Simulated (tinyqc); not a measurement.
# Electron mobility in a silicon inversion layer, empirical terms and Matthiessen rule: effects of single changes

Inversion layer of sheet density Ns on a uniformly doped body. The mobility terms are empirical power laws with prefactors chosen for the exercise; adding their inverses (Matthiessen) is itself an approximation.

Values chosen for this exercise; material values close to those of silicon:
- T = 300 K (temperature)
- Eg = 1.14 eV (band gap)
- eps_r = 11.7 (relative permittivity of the semiconductor)
- Nc = 2.82e19 cm^-3 (conduction-band density of states at T)
- Nv = 2.63e19 cm^-3 (valence-band density of states at T)
- Nb = 5.3e17 cm^-3 (body doping)
- Vsb = 0 V (reverse body bias)
- eta = 0.5 (weight of the inversion charge in the effective field)
- Ap = 452 cm^2/(V s) (phonon-limited mobility at 1 MV/cm and 300 K)
- As = 715 cm^2/(V s) (roughness-limited mobility at 1 MV/cm)
- gs = 2 (exponent of the roughness term)
- Ac = 3200 cm^2/(V s) (Coulomb prefactor)
- Nit = 7.2e11 cm^-2 (charge at the interface)
- Ns = 1.8e12 cm^-2 (inversion density)

Constants: q = 1.602176634e-19 C, kB = 1.380649e-23 J/K, Vt = kB T/q, eps0 = 8.8541878128e-14 F/cm where lengths are in cm. Results are converted to the units shown.

Each table varies one quantity; the others keep the values above.

## Effect of the charge at the interface

ni = sqrt(Nc Nv) exp(-Eg/(2 Vt)), Eg in volts; Ndep = sqrt(2 eps0 eps_r Nb (2 Vt ln(Nb/ni) + Vsb)/q); E = q (Ndep + eta Ns)/(eps0 eps_r), in MV/cm. With t = T/(300 K): muC = Ac (Ns/1e12 cm^-2) t/(Nb/1e17 cm^-3 + Nit/1e11 cm^-2), muP = Ap E^(-1/3) t^(-1.75), muS = As E^(-gs); 1/mu is the sum of the inverses.

The same in every row: E (MV/cm) = 0.53098; muP (cm^2/(V s)) = 558.19; muS (cm^2/(V s)) = 2536.0.

Effect of the charge at the interface:
```
Nit (cm^-2)	muC (cm^2/(V s))	mu (cm^2/(V s))
1e10	1066.7	320.17
3.2e10	1024.9	316.30
1e11	914.29	304.92
3.2e11	677.65	273.11
1e12	376.47	206.52
3.2e12	154.42	115.45
1e13	54.701	48.859
```

As Nit goes from 1e10 to 1e13 cm^-2, E stays at 0.531 MV/cm and mu falls from 320 to 48.9 cm^2/(V s). The smallest term is the phonon one in the first row and the Coulomb one in the last.

## Effect of the inversion density

Same model as above.

Result of one run:
```
Ns (cm^-2)	E (MV/cm)	muC (cm^2/(V s))	muP (cm^2/(V s))	muS (cm^2/(V s))	mu (cm^2/(V s))
3.6e12	0.6702	921.6	516.5	1592	274.0
```

What becomes of these results when the inversion density Ns is changed from 3.6e12 to 6.3e12 cm^-2, all else the same?

Result of the changed run:
```
Ns (cm^-2)	E (MV/cm)	muC (cm^2/(V s))	muP (cm^2/(V s))	muS (cm^2/(V s))	mu (cm^2/(V s))
6.3e12	0.8790	1613	471.9	925.5	261.8
```

The whole series:
```
Ns (cm^-2)	E (MV/cm)	muC (cm^2/(V s))	muP (cm^2/(V s))	muS (cm^2/(V s))	mu (cm^2/(V s))
2e11	0.4073	51.20	609.8	4311	46.72
3.6e11	0.4196	92.16	603.7	4060	78.41
6.3e11	0.4405	161.3	594.0	3685	122.6
1.1e12	0.4769	281.6	578.6	3144	178.6
2e12	0.5464	512.0	552.9	2394	239.3
3.6e12	0.6702	921.6	516.5	1592	274.0
6.3e12	0.8790	1613	471.9	925.5	261.8
1.1e13	1.242	2816	420.5	463.2	204.4
2e13	1.938	5120	362.5	190.3	121.8
```

As Ns goes from 2e11 to 2e13 cm^-2, E rises from 0.407 to 1.94 MV/cm and mu goes from 46.7 through a maximum of 274 (at Ns = 3.6e12 cm^-2 among the rows listed) to 122 cm^2/(V s). The smallest term is the Coulomb one in the first row and the roughness one in the last. Screening lifts the Coulomb term as Ns grows while the field presses the carriers to the interface, hence the maximum. At Ns = 2e13 cm^-2 E passes 1.5 MV/cm, beyond the usual range of such laws.

## Effect of the reverse body bias

Same model as above.

The same in every row: muC (cm^2/(V s)) = 460.8.

Effect of the reverse body bias:
```
Vsb (V)	E (MV/cm)	muP (cm^2/(V s))	muS (cm^2/(V s))	mu (cm^2/(V s))
0	0.5310	558.2	2536	229.6
0.4	0.6072	533.8	1939	219.3
0.8	0.6727	515.9	1580	210.9
1.2	0.7310	501.8	1338	203.6
1.6	0.7840	490.2	1163	197.2
2	0.8330	480.4	1030	191.5
2.4	0.8788	471.9	925.9	186.2
```

What does the comparison show?

As Vsb goes from 0 to 2.4 V, E rises from 0.531 to 0.879 MV/cm and mu falls from 230 to 186 cm^2/(V s). The Coulomb term is the smallest in the first and the last row.

tinyqc, about 0.01 s, one thread, Intel Xeon 2.30GHz (shared host): `OMP_NUM_THREADS=1 python tinyqc.py 2510012 2510013 out.jsonl`
